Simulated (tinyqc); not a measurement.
# From one set of inputs to another, one input at a time

Model: Raman shift of the zone-centre optical phonon of a diamond-structure crystal under stress. Computed by tinyqc, a small Python program. Command: `OMP_NUM_THREADS=1 python tinyqc.py 3030746 3030747 out.jsonl ramanstress ladder`. One thread of a shared host (Intel(R) Xeon(R) Processor @ 2.30GHz), about 0.01 s of CPU time with the checks.

Axes x, y, z are the cube axes. Strain shifts the threefold optical mode and can split it; p, q and r are the phonon deformation potentials.

The inputs printed are set A. Set A is modelled on diamond; the values taken over come from a set modelled on germanium. Inputs not listed in the table keep their values of set A, so the rows need not describe a real material.

Inputs (values chosen for the exercise, modelled on diamond): unstrained frequency omega_0 = 1331 1/cm; p/omega_0^2 = -2.72; q/omega_0^2 = -1.83; r/omega_0^2 = -1.91; C11 = 1066 GPa; C12 = 126 GPa; C44 = 583 GPa; stress sigma (tension positive) = 1.1 GPa; polarisation angle phi = 75 degree; temperature coefficient d omega/dT = -0.012 1/(cm K); local temperature T = 310 K; laser wavelength = 532 nm.

Stress state: biaxial. Axis: [001].

Constants: h = 6.62607015e-34 J s; c = 299792458 m/s; k_B = 1.380649e-23 J/K.

Method:
- S11 = (C11 + C12)/D, S12 = -C12/D, D = (C11 - C12)(C11 + 2 C12), S44 = 1/C44.
- Equal biaxial stress in the plane normal to the axis (unit vector n): sigma_ij = sigma (delta_ij - n_i n_j).
- eps_xx = S11 sigma_xx + S12 (sigma_yy + sigma_zz), and cyclic; eps_xy = S44 sigma_xy/2 (tensor strain).
- Secular matrix: M_xx = p eps_xx + q (eps_yy + eps_zz), M_xy = 2 r eps_xy; its eigenvalues are omega^2 - omega_0^2, and the shifts are these over 2 omega_0.
- Backscattering from a (001) surface: incident polarisation (cos phi, sin phi, 0). With Raman tensors (R_z)_xy = (R_z)_yx = 1 and cyclic, only the z component u_z of a mode counts: I = u_z^2 sin^2(2 phi) for parallel and u_z^2 cos^2(2 phi) for crossed polarisers. An unresolved line sits at the intensity-weighted shift, which is M_zz/(2 omega_0).
- A temperature above 300 K shifts the line by (d omega/dT)(T - 300 K); divided by the shift per stress it poses as a stress; the total shift adds it to the shift of the observed line. The anti-Stokes to Stokes ratio is [(omega_L + omega_0)/(omega_L - omega_0)]^3 exp(-h c omega_0/(k_B T)) in photon counts, omega_L = 1/wavelength, resonance effects left out.

Each row keeps all changes above it:
```
input moved                             from     to  shift of the observed line (1/cm)  anti-Stokes/Stokes ratio  total shift (1/cm)
set A                                      -      -                             -1.900                   0.00318              -2.020
unstrained frequency omega_0 (1/cm)     1331  300.8                             -0.429                   0.27252              -0.549
r/omega_0^2                            -1.91   -1.1                             -0.429                   0.27252              -0.549
q/omega_0^2                            -1.83  -1.92                             -0.455                   0.27252              -0.575
p/omega_0^2                            -2.72  -1.49                             -0.496                   0.27252              -0.616
C11 (GPa)                               1066  128.5                            -20.515                   0.27252             -20.635
stress sigma (tension positive) (GPa)    1.1   0.19                             -3.544                   0.27252              -3.664
local temperature T (K)                  310    330                             -3.544                   0.29658              -3.904
```

Shift of the observed line goes from -1.90 to -3.54, -1.64 in all. The largest single move comes from C11 (-20), and stress sigma (tension positive) works against it (+17). anti-Stokes/Stokes ratio goes from 0.00318 to 0.297, a factor 93.4 in all. The largest single move comes from unstrained frequency omega_0 (a factor 85.8). Total shift goes from -2.02 to -3.90, -1.88 in all. The largest single move comes from C11 (-20), and stress sigma (tension positive) works against it (+17). The single moves hold for this order of the switches; the total does not depend on the order.

Caution (rows C11, stress sigma (tension positive), local temperature T): strains above about 1 % call for terms beyond linear order.

Extremes, crossings and ranges named in words are read from the listed rows.
